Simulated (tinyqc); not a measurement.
Worked calculation: Pariser-Parr-Pople SCF with singles CI, for the molecule C=C1C=CC=CC=C1 (SMILES; centres numbered as the heavy atoms are written). Computed by tinyqc, a small Python program that keeps every step. Settings: charge = 0, gamma = Ohno, start = core, damping = 0, iteration cap = 57, excitations kept = 9. Command: `OMP_NUM_THREADS=1 python tinyqc.py 31286 31287 out.jsonl` (the two numbers bound the seeds that draw the settings). One thread of a shared host (Intel(R) Xeon(R) Processor @ 2.60GHz), about 0.01 s of CPU time with the checks. Later iterations appear only in the table of the cycle.

## PPP integrals

Centres (angstrom, eV; a flat drawing with bonds scaled to 1.40 angstrom):
```
centre         x         y  core charge z         W  gamma_rr
1C       2.63700   0.00000              1  12.23000  10.10000
2C       1.23700   0.00000              1  12.23000  10.10000
3C       0.62900   1.26100              1  12.23000  10.10000
4C      -0.73600   1.57300              1  12.23000  10.10000
5C      -1.83000   0.70000              1  12.23000  10.10000
6C      -1.83000  -0.70000              1  12.23000  10.10000
7C      -0.73600  -1.57300              1  12.23000  10.10000
8C       0.62900  -1.26100              1  12.23000  10.10000
```

Resonance integrals (eV):
```
i  j      beta
1  2  -2.39000
2  3  -2.39000
3  4  -2.39000
4  5  -2.39000
5  6  -2.39000
6  7  -2.39000
7  8  -2.39000
8  2  -2.39000
```

Ohno: gamma = 14.399645/sqrt(R^2 + a^2), a = 2 x 14.399645/(gamma_rr + gamma_ss); H_rr = -W_r - sum_(s != r) z_s gamma_rs; H_rs = beta for bonds.

repulsion gamma_rs (eV), order 1C, 2C, 3C, 4C, 5C, 6C, 7C, 8C:
```
[[10.10000, 7.20645, 5.20456, 3.61302, 3.03728, 3.03728, 3.61302, 5.20456],
 [7.20645, 10.10000, 7.20665, 4.96844, 4.16915, 4.16915, 4.96844, 7.20665],
 [5.20456, 7.20665, 10.10000, 7.20594, 4.97011, 4.16990, 4.16945, 4.97038],
 [3.61302, 4.96844, 7.20594, 10.10000, 7.20739, 4.96953, 4.16900, 4.16945],
 [3.03728, 4.16915, 4.97011, 7.20739, 10.10000, 7.20645, 4.96953, 4.16990],
 [3.03728, 4.16915, 4.16990, 4.96953, 7.20645, 10.10000, 7.20739, 4.97011],
 [3.61302, 4.96844, 4.16945, 4.16900, 4.96953, 7.20739, 10.10000, 7.20594],
 [5.20456, 7.20665, 4.97038, 4.16945, 4.16990, 4.97011, 7.20594, 10.10000]]
```

core matrix H (eV), order 1C, 2C, 3C, 4C, 5C, 6C, 7C, 8C:
```
[[-43.14618, -2.39000, 0.00000, 0.00000, 0.00000, 0.00000, 0.00000, 0.00000],
 [-2.39000, -52.12492, -2.39000, 0.00000, 0.00000, 0.00000, 0.00000, -2.39000],
 [0.00000, -2.39000, -50.12699, -2.39000, 0.00000, 0.00000, 0.00000, 0.00000],
 [0.00000, 0.00000, -2.39000, -48.53277, -2.39000, 0.00000, 0.00000, 0.00000],
 [0.00000, 0.00000, 0.00000, -2.39000, -47.95981, -2.39000, 0.00000, 0.00000],
 [0.00000, 0.00000, 0.00000, 0.00000, -2.39000, -47.95981, -2.39000, 0.00000],
 [0.00000, 0.00000, 0.00000, 0.00000, 0.00000, -2.39000, -48.53277, -2.39000],
 [0.00000, -2.39000, 0.00000, 0.00000, 0.00000, 0.00000, -2.39000, -50.12699]]
```

## Starting guess

pi electrons, sum of z_r less the charge = 8

Orbitals of the core matrix H.

P at the start, order 1C, 2C, 3C, 4C, 5C, 6C, 7C, 8C:
```
[[0.13426, 0.45754, -0.04697, -0.11353, 0.07402, 0.07402, -0.11353, -0.04697],
 [0.45754, 1.75920, 0.20682, -0.22882, 0.10958, 0.10958, -0.22882, 0.20682],
 [-0.04697, 0.20682, 1.24746, 0.85520, -0.02279, -0.36143, -0.08136, 0.15700],
 [-0.11353, -0.22882, 0.85520, 0.88304, 0.40485, 0.11401, 0.07866, -0.08136],
 [0.07402, 0.10958, -0.02279, 0.40485, 0.92278, 0.81761, 0.11401, -0.36143],
 [0.07402, 0.10958, -0.36143, 0.11401, 0.81761, 0.92278, 0.40485, -0.02279],
 [-0.11353, -0.22882, -0.08136, 0.07866, 0.11401, 0.40485, 0.88304, 0.85520],
 [-0.04697, 0.20682, 0.15700, -0.08136, -0.36143, -0.02279, 0.85520, 1.24746]]
```

## Iteration 1: Fock matrix

F_rr = H_rr + P_rr gamma_rr / 2 + sum_(s != r) P_ss gamma_rs; F_rs = H_rs - P_rs gamma_rs / 2; E = tr P (H + F) / 2 + core repulsion sum_(r<s) z_r z_s gamma_rs.

F (eV), order 1C, 2C, 3C, 4C, 5C, 6C, 7C, 8C:
```
[[-4.81933, -4.03862, 0.12223, 0.20509, -0.11241, -0.11241, 0.20509, 0.12223],
 [-4.03862, -7.82445, -3.13523, 0.56844, -0.22842, -0.22842, 0.56844, -3.13523],
 [0.12223, -3.13523, -5.77123, -5.47125, 0.05664, 0.75357, 0.16961, -0.39018],
 [0.20509, 0.56844, -5.47125, -5.73960, -3.84897, -0.28328, -0.16396, 0.16961],
 [-0.11241, -0.22842, 0.05664, -3.84897, -6.75325, -5.33605, -0.28328, 0.75357],
 [-0.11241, -0.22842, 0.75357, -0.28328, -5.33605, -6.75325, -3.84897, 0.05664],
 [0.20509, 0.56844, 0.16961, -0.16396, -0.28328, -3.84897, -5.73960, -5.47125],
 [0.12223, -3.13523, -0.39018, 0.16961, 0.75357, 0.05664, -5.47125, -5.77123]]
```

pi energy = -109.89913 eV

## Iteration 1: orbitals and new P

Diagonalise F (the basis is taken as orthonormal) and form P = 2 sum c c over the lowest orbitals.

orbital energies (eV): [-14.88775, -12.69725, -12.01502, -8.68119, -2.55091, -2.13716, 1.77828, 2.01904]

P after iteration 1, order 1C, 2C, 3C, 4C, 5C, 6C, 7C, 8C:
```
[[0.67938, 0.83684, -0.06739, -0.27164, 0.14184, 0.14184, -0.27164, -0.06739],
 [0.83684, 1.29710, 0.30767, -0.10377, 0.01681, 0.01681, -0.10377, 0.30767],
 [-0.06739, 0.30767, 0.99737, 0.86667, 0.02402, -0.33710, -0.04734, 0.18226],
 [-0.27164, -0.10377, 0.86667, 1.01557, 0.40218, -0.00276, -0.00932, -0.04734],
 [0.14184, 0.01681, 0.02402, 0.40218, 0.99882, 0.83882, -0.00276, -0.33710],
 [0.14184, 0.01681, -0.33710, -0.00276, 0.83882, 0.99882, 0.40218, 0.02402],
 [-0.27164, -0.10377, -0.04734, -0.00932, -0.00276, 0.40218, 1.01557, 0.86667],
 [-0.06739, 0.30767, 0.18226, -0.04734, -0.33710, 0.02402, 0.86667, 0.99737]]
```

## Iteration 2: Fock matrix

As before.

F (eV), order 1C, 2C, 3C, 4C, 5C, 6C, 7C, 8C:
```
[[-6.58009, -5.40533, 0.17536, 0.49072, -0.21540, -0.21540, 0.49072, 0.17536],
 [-5.40533, -7.88317, -3.49864, 0.25778, -0.03504, -0.03504, 0.25778, -3.49864],
 [0.17536, -3.49864, -6.56760, -5.51259, -0.05970, 0.70284, 0.09868, -0.45294],
 [0.49072, 0.25778, -5.51259, -6.76303, -3.83933, 0.00685, 0.01944, 0.09868],
 [-0.21540, -0.03504, -0.05970, -3.83933, -6.76409, -5.41247, 0.00685, 0.70284],
 [-0.21540, -0.03504, 0.70284, 0.00685, -5.41247, -6.76409, -3.83933, -0.05970],
 [0.49072, 0.25778, 0.09868, 0.01944, 0.00685, -3.83933, -6.76303, -5.51259],
 [0.17536, -3.49864, -0.45294, 0.09868, 0.70284, -0.05970, -5.51259, -6.56760]]
```

pi energy = -114.21148 eV

## Iteration 2: orbitals and new P

As before.

orbital energies (eV): [-15.72304, -13.79765, -13.04334, -10.00417, -2.61325, -2.46187, 1.40784, 1.58276]

P after iteration 2, order 1C, 2C, 3C, 4C, 5C, 6C, 7C, 8C:
```
[[0.96271, 0.87196, -0.09134, -0.29280, 0.15835, 0.15835, -0.29280, -0.09134],
 [0.87196, 1.10517, 0.33581, -0.02149, -0.03290, -0.03290, -0.02149, 0.33581],
 [-0.09134, 0.33581, 0.96492, 0.85722, 0.02844, -0.32128, -0.05221, 0.18991],
 [-0.29280, -0.02149, 0.85722, 1.00845, 0.41557, 0.00519, -0.05874, -0.05221],
 [0.15835, -0.03290, 0.02844, 0.41557, 0.99270, 0.83489, 0.00519, -0.32128],
 [0.15835, -0.03290, -0.32128, 0.00519, 0.83489, 0.99270, 0.41557, 0.02844],
 [-0.29280, -0.02149, -0.05221, -0.05874, 0.00519, 0.41557, 1.00845, 0.85722],
 [-0.09134, 0.33581, 0.18991, -0.05221, -0.32128, 0.02844, 0.85722, 0.96492]]
```

## Convergence

Stop when output and input P, before any damping, agree to 1e-7.

Course of the cycle:
```
iteration        E (eV)  largest |P(out) - P(in)|
1          -109.8991255                  5.45e-01
2          -114.2114818                  2.83e-01
3          -114.7841187                  9.84e-02
4          -114.8520957                  3.42e-02
5          -114.8612921                  1.25e-02
6          -114.8629188                  4.83e-03
7          -114.8633148                  2.00e-03
8          -114.8634375                  9.61e-04
9          -114.8634804                  5.91e-04
10         -114.8634962                  3.64e-04
11         -114.8635022                  2.24e-04
...                 ...                       ...
17         -114.8635058                  1.22e-05
18         -114.8635058                  7.55e-06
19         -114.8635058                  4.65e-06
20         -114.8635058                  2.87e-06
21         -114.8635058                  1.77e-06
22         -114.8635058                  1.09e-06
23         -114.8635058                  6.73e-07
24         -114.8635058                  4.15e-07
25         -114.8635058                  2.56e-07
26         -114.8635058                  1.58e-07
27         -114.8635058                  9.73e-08
```

Converged in 27 iterations.

## Converged orbitals

Charges are z - P_rr.

orbital energies (eV): [-16.26908, -14.15940, -13.71680, -10.32947, -3.32260, -2.51752, 0.74783, 1.37428]

coefficients, order 1C, 2C, 3C, 4C, 5C, 6C, 7C, 8C:
```
[[0.20311, 0.38122, 0.00000, 0.60966, 0.00000, 0.54972, 0.00000, -0.37355],
 [0.41325, 0.52298, 0.00000, 0.24045, 0.00000, -0.37651, 0.00000, 0.59678],
 [0.37002, 0.20320, 0.42869, -0.33704, 0.49907, -0.18675, 0.25913, -0.41632],
 [0.36420, -0.14743, 0.52369, -0.26911, -0.23561, 0.44852, -0.41259, 0.26840],
 [0.35275, -0.47703, 0.20486, 0.31502, -0.44205, -0.20490, 0.51246, -0.08243],
 [0.35275, -0.47703, -0.20486, 0.31502, 0.44205, -0.20490, -0.51246, -0.08243],
 [0.36420, -0.14743, -0.52369, -0.26911, 0.23561, 0.44852, 0.41259, 0.26840],
 [0.37002, 0.20320, -0.42869, -0.33704, -0.49907, -0.18675, -0.25913, -0.41632]]
```

pi charges: [-0.11653, -0.00420, 0.04885, -0.00210, 0.01362, 0.01362, -0.00210, 0.04885]

## Singles CI, singlets

Over the 9 single excitations with the smallest orbital gaps: A = (e_a - e_i) delta + 2 (ia|jb) - (ij|ab), with (pq|rs) = sum c_mp c_mq gamma_mn c_nr c_ns. f = 2/3 w |mu|^2 in atomic units, mu = sqrt2 sum c_ia sum_m c_mi c_ma R_m.

singlet CI matrix (eV), order 4>5, 4>6, 3>5, 2>5, 4>7, 3>6, 2>6, 4>8, 1>5:
```
[[2.22344, 0.00000, 0.00000, -0.13770, -0.41446, -0.50549, 0.00000, 0.00000, 0.03990],
 [0.00000, 4.21107, 0.66895, 0.00000, 0.00000, 0.00000, -0.03499, 0.17468, 0.00000],
 [0.00000, 0.66895, 5.76595, 0.00000, 0.00000, 0.00000, -0.56995, 0.16642, 0.00000],
 [-0.13770, 0.00000, 0.00000, 6.10519, 0.04191, 0.55055, 0.00000, 0.00000, 0.04643],
 [-0.41446, 0.00000, 0.00000, 0.04191, 6.65659, 0.01696, 0.00000, 0.00000, -0.21442],
 [-0.50549, 0.00000, 0.00000, 0.55055, 0.01696, 6.44170, 0.00000, 0.00000, 0.13133],
 [0.00000, -0.03499, -0.56995, 0.00000, 0.00000, 0.00000, 6.86223, 0.02016, 0.00000],
 [0.00000, 0.17468, 0.16642, 0.00000, 0.00000, 0.00000, 0.02016, 6.64326, 0.00000],
 [0.03990, 0.00000, 0.00000, 0.04643, -0.21442, 0.13133, 0.00000, 0.00000, 7.75532]]
```

singlet excitation energies (eV): [2.12522, 3.94915, 5.70345, 5.70691, 6.61122, 6.68207, 6.92592, 7.14782, 7.81297]

oscillator strengths: [0.03745, 0.55928, 1.14306, 0.05733, 0.00415, 0.02696, 0.97644, 0.29521, 0.00000]

## Singles CI, triplets

Over the 9 single excitations with the smallest orbital gaps: A = (e_a - e_i) delta - (ij|ab), with (pq|rs) = sum c_mp c_mq gamma_mn c_nr c_ns.

triplet CI matrix (eV), order 4>5, 4>6, 3>5, 2>5, 4>7, 3>6, 2>6, 4>8, 1>5:
```
[[1.59028, 0.00000, 0.00000, 0.57516, -0.23384, -0.40290, 0.00000, 0.00000, 0.21736],
 [0.00000, 2.03784, -0.40290, 0.00000, 0.00000, 0.00000, -0.38592, 0.46565, 0.00000],
 [0.00000, -0.40290, 4.30049, 0.00000, 0.00000, 0.00000, 0.00781, -0.58949, 0.00000],
 [0.57516, 0.00000, 0.00000, 4.99726, -0.61502, 0.00781, 0.00000, 0.00000, 0.27768],
 [-0.23384, 0.00000, 0.00000, -0.61502, 5.91090, -0.57773, 0.00000, 0.00000, 0.43379],
 [-0.40290, 0.00000, 0.00000, 0.00781, -0.57773, 5.59272, 0.00000, 0.00000, 0.50727],
 [0.00000, -0.38592, 0.00781, 0.00000, 0.00000, 0.00000, 5.98367, 0.80534, 0.00000],
 [0.00000, 0.46565, -0.58949, 0.00000, 0.00000, 0.00000, 0.80534, 5.68314, 0.00000],
 [0.21736, 0.00000, 0.00000, 0.27768, 0.43379, 0.50727, 0.00000, 0.00000, 6.92921]]
```

triplet excitation energies (eV): [1.43817, 1.87868, 4.03845, 4.45694, 5.37340, 5.43251, 6.52869, 6.71460, 7.16405]
